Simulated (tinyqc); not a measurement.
# Isotype n-N heterojunction, non-linear Poisson equation by Newton steps, Fermi-Dirac statistics, step by step

tinyqc, about 0.1 s, one thread, Intel Xeon 2.30GHz (shared host): `OMP_NUM_THREADS=1 python tinyqc.py 2040140 2040141 out.jsonl` Printed values are rounded.

One dimension, material 1 (n-type) at x < 0 and material 2 (n-type) at x > 0. Band edges: Ec = -psi in material 1 and -psi + dEc in material 2, Ev = Ec - Eg. Equilibrium, Fermi level at 0. n = Nc F((EFn - Ec)/Vt), p = Nv F((Ev - EFp)/Vt), with F(eta) = F_1/2(eta) = (2/sqrt(pi)) int_0^infinity sqrt(u) du/(1 + exp(u - eta)) (Fermi-Dirac statistics); full ionisation, no interface charge, classical densities; the doping types are chosen for the exercise.

Parameters, values chosen for the exercise; band and dielectric values close to those of CdS and CdTe: temperature T = 400 K; band gap of material 1 Eg1 = 2.44 eV; relative permittivity of material 1 er1 = 9.18; conduction-band density of states of material 1 Nc1 = 3.4e18 cm^-3; valence-band density of states of material 1 Nv1 = 2.8e19 cm^-3; band gap of material 2 Eg2 = 1.53 eV; relative permittivity of material 2 er2 = 10; conduction-band density of states of material 2 Nc2 = 1.21e18 cm^-3; valence-band density of states of material 2 Nv2 = 2.73e19 cm^-3; conduction-band offset Ec2 - Ec1 dEc = 0.11 eV; donor density of material 1 N1 = 8.5e16 cm^-3; donor density of material 2 N2 = 9.4e17 cm^-3; bias of side 1 against side 2 V = 0 V.

Constants: q = 1.602176634e-19 C, kB = 1.380649e-23 J/K, Vt = kB T/q, eps0 = 8.8541878128e-14 F/cm where lengths are in cm. Results are converted to the units shown.

Range of the model: The accumulation layer is thin enough for quantum confinement, which this classical model leaves out.

## Offsets and end potentials

dEv = Ev1 - Ev2 = Eg2 - Eg1 - dEc. Neutrality of the majority carriers far from the junction: Nc1 F(psi_L/Vt) = N1 and Nc2 F((V + psi_R - dEc)/Vt) = N2. Total bending psi_R - psi_L.

dEv = -1.02 eV
psi_L = -0.126849 V
psi_R = 0.110663 V
psi_R - psi_L = 0.237512 V

The alignment is staggered (type II): dEc and dEv have opposite signs.

## Permittivity of the intervals

```
node,x (nm)
0,-158
1,-70.9
2,-30.2
3,-11.1
4,-2.1
5,2.1
6,7.06
7,12.9
8,19.8
9,28
10,37.6
11,48.9
```

er1 or er2; the interface lies midway in its interval, which gets the series value 2 er1 er2/(er1 + er2).

```
interval,eps_r
0,9.18
1,9.18
2,9.18
3,9.18
4,9.57247
5,10
6,10
7,10
8,10
9,10
10,10
```

## Couplings between neighbouring nodes

a_i = eps0 eps_r/h_i for the interval from node i to i + 1, with h_i = x_(i+1) - x_i in cm.

```
interval,coupling a_i (F/cm^2)
0,9.33197e-8
1,1.99709e-7
2,4.25557e-7
3,9.03127e-7
4,2.01801e-6
5,1.78512e-6
6,1.51613e-6
7,1.28322e-6
8,1.07978e-6
9,9.22311e-7
10,7.83556e-7
```

## Starting potential

```
node,material
0,1
1,1
2,1
3,1
4,1
5,2
6,2
7,2
8,2
9,2
10,2
11,2
```

psi_L + (psi_R - psi_L)(1 + tanh(x/s))/2 on the inner nodes with s = 17 nm, psi_L and psi_R on the ends.

```
node,psi at the start (V)
0,-0.126849
1,-0.126792
2,-0.120236
3,-0.076217
4,-0.022688
5,0.006503
6,0.038574
7,0.067957
8,0.089592
9,0.102167
10,0.107849
11,0.110663
```

## Iteration 1: densities, residual and Jacobian diagonal

n_i = Nc F(a_n), a_n = (V - Ec_i)/Vt; p_i = Nv F(a_p), a_p = (Ec_i - Eg)/Vt; rho_i = p_i - n_i + C_i with C = +N1 or +N2; g_i = (Nc F'(a_n) + Nv F'(a_p))/Vt with F' = F_-1/2(eta) = (1/sqrt(pi)) int_0^infinity u^(-1/2) du/(1 + exp(u - eta)). Box widths w_i = (h_(i-1) + h_i)/2 in cm. Residual F_i = a_i (psi_(i+1) - psi_i) - a_(i-1) (psi_i - psi_(i-1)) + q rho_i w_i; Jacobian: a_(i-1) and a_i beside the diagonal, b_i = -a_(i-1) - a_i - q g_i w_i on it. The two end nodes are fixed.

```
node,n (cm^-3),p (cm^-3)
0,8.5e16,2.00786e-10
1,8.51385e16,2.00457e-10
2,1.02787e17,1.65735e-10
3,3.58927e17,4.62166e-11
4,1.50659e18,9.78073e-12
5,5.90598e16,29.0412
6,1.46001e17,11.4537
7,3.25063e17,4.88351
8,5.67663e17,2.60698
9,7.71080e17,1.81011
10,8.81042e17,1.53502
11,9.4e17,1.41466
```

```
node,residual F (C/cm^2),diagonal b (F/cm^2)
1,1.16225e-9,-2.79959e-6
2,8.90255e-9,-2.03869e-6
3,-3.20523e-8,-3.58860e-6
4,-1.39759e-7,-6.92359e-6
5,6.29842e-8,-3.92673e-6
6,5.59939e-8,-3.65276e-6
7,4.59739e-8,-3.67889e-6
8,3.08543e-8,-4.07483e-6
9,1.57500e-8,-4.61371e-6
10,6.83576e-9,-5.12302e-6
```

## Iteration 1: Newton step

Solve the tridiagonal system a_(i-1) d_(i-1) + b_i d_i + a_i d_(i+1) = -F_i for nodes 1 to 10, with d = 0 on fixed nodes. Each component d is damped to sign(d) Vt ln(1 + |d|/Vt) before it is added.

```
node,"Newton step d, before damping (V)"
1,0.0005531
2,0.0019333
3,-0.0119177
4,-0.0127760
5,0.0307563
6,0.0468144
7,0.0396435
8,0.0225164
9,0.0092843
10,0.0030058
```

```
node,psi after iteration 1 (V)
0,-0.126849
1,-0.126243
2,-0.118355
3,-0.086452
4,-0.033556
5,0.028487
6,0.068144
7,0.094344
8,0.106921
9,0.110388
10,0.110731
11,0.110663
```

## Iteration 2: densities, residual and Jacobian diagonal

As before.

```
node,n (cm^-3),p (cm^-3)
0,8.5e16,2.00786e-10
1,8.64924e16,1.97291e-10
2,1.08487e17,1.56933e-10
3,2.69205e17,6.21960e-11
4,1.14128e18,1.34059e-11
5,1.10106e17,15.3472
6,3.26681e17,4.85706
7,6.38411e17,2.27129
8,8.62266e17,1.57690
9,9.34093e17,1.42602
10,9.41450e17,1.41190
11,9.4e17,1.41466
```

```
node,residual F (C/cm^2),diagonal b (F/cm^2)
1,-8.95820e-12,-2.83910e-6
2,7.49220e-10,-2.11621e-6
3,-7.26981e-9,-3.03899e-6
4,-3.42636e-8,-6.05396e-6
5,6.48652e-9,-4.03024e-6
6,2.19925e-8,-4.05025e-6
7,7.19713e-9,-4.39604e-6
8,-2.99300e-9,-4.78945e-6
9,-2.58468e-9,-5.05139e-6
10,-6.12035e-10,-5.30857e-6
```

## Iteration 2: Newton step

As before.

```
node,"Newton step d, before damping (1e-3 V)"
1,-0.03597
2,-0.46650
3,-4.06347
4,-5.40401
5,2.58564
6,8.31292
7,4.65745
8,0.52503
9,-0.43427
10,-0.19074
```

```
node,psi after iteration 2 (V)
0,-0.126849
1,-0.126279
2,-0.118818
3,-0.090294
4,-0.038576
5,0.030980
6,0.075591
7,0.098712
8,0.107442
9,0.109956
10,0.110541
11,0.110663
```

## Course of the Newton iteration

Stop when the largest undamped |d| is below 1e-9 V, or after 80 iterations.

Course of the iteration:
```
iteration,largest |F| (C/cm^2),largest |d| (V),at node
1,1.40e-7,0.0468,6
2,3.43e-8,8.31e-3,6
3,3.20e-9,7.24e-4,4
4,5.51e-11,1.23e-5,4
5,1.64e-14,3.52e-9,4
6,< 1e-19,< 1e-14,4
```

Converged in 6 iterations. Once the step is below 0.1 Vt, 3 more iteration(s) reach the threshold: near the solution the error is roughly squared each time.

## Band edges, densities and displacement

```
node,converged psi (V)
0,-0.126849
1,-0.126283
2,-0.118874
3,-0.090764
4,-0.039305
5,0.030724
6,0.076070
7,0.098773
8,0.107380
9,0.109938
10,0.110537
11,0.110663
```

Ec, Ev, n and p as defined; D = a_k (psi_(k+1) - psi_k) on the interval that holds the interface.

```
node,Ec (eV),Ev (eV),n (cm^-3),p (cm^-3)
0,0.126849,-2.31315,8.5e16,2.00786e-10
1,0.126283,-2.31372,8.63937e16,1.97518e-10
2,0.118874,-2.32113,1.06882e17,1.59316e-10
3,0.090764,-2.34924,2.38313e17,7.04839e-11
4,0.039305,-2.40069,9.81947e17,1.58392e-11
5,0.079276,-1.45072,1.17246e17,14.3827
6,0.033930,-1.49607,4.02234e17,3.85932
7,0.011227,-1.51877,7.10957e17,1.99739
8,0.002620,-1.52738,8.71521e17,1.55602
9,0.000062,-1.52994,9.24510e17,1.44475
10,-0.000537,-1.53054,9.37290e17,1.41985
11,-0.000663,-1.53066,9.4e17,1.41466
```

D = 141.321 nC/cm^2

## Check against the first integral

Exact first integral: on each side D^2/(2 eps0 er) = G, G = q [Vt (nI_j - nI_b) + Vt (pI_j - pI_b) - C (psi_j - psi_b)], with C = +N1 or +N2, b the neutral end of that side, and nI, pI the densities with F_1/2 replaced by F_3/2(eta) = (4/(3 sqrt(pi))) int_0^infinity u^(3/2) du/(1 + exp(u - eta)). D is continuous, so er1 G1(psi_j) = er2 G2(psi_j) fixes psi_j. Ends from Nc1 F(psi_L/Vt) = N1 and Nc2 F((V + psi_R - dEc)/Vt) = N2. D is counted positive when psi rises towards material 2.

psi_j = -0.00379096 V
D = 143.249 nC/cm^2
psi_j - psi_L = 0.123058 V
psi_R - psi_j = 0.114454 V
Ec1 - EFn at the interface = 0.00379096 eV
Ec2 - EFn at the interface = 0.113791 eV

Material 1 takes 51.8 % of the bending. The 12-node mesh gave D = 141.3 nC/cm^2, 1.3 % below the exact value in size.
